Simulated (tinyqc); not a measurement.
# Poole-Frenkel parameters from three currents

Inverse problem. Poole-Frenkel conduction in an insulator follows J = s0 F exp[-(pt - sqrt(q F/(pi eps0 ei)))/Vt], Vt = kB T/q, F in V/cm. Find ei, pt and s0.

Constants: q = 1.602176634e-19 C, kB = 1.380649e-23 J/K, eps0 = 8.8541878128e-14 F/cm where lengths are in cm. Results are converted to the units shown.

J at (0.87 MV/cm, 400 K), (3.48 MV/cm, 400 K) and (3.48 MV/cm, 450 K) (A/cm^2): [0.0023519488, 260.83525, 555.90687]

Solution. The two fields give the lowering coefficient and so ei; the two temperatures give the lowered barrier, to which the lowering is added back.

ei = 4.030
pt = 0.9400 eV
s0 = 0.06800 S/cm

Program tinyqc, `OMP_NUM_THREADS=1 python tinyqc.py 2370124 2370125 out.jsonl`; Intel Xeon 2.30GHz, shared host, one thread, about 0.01 s.
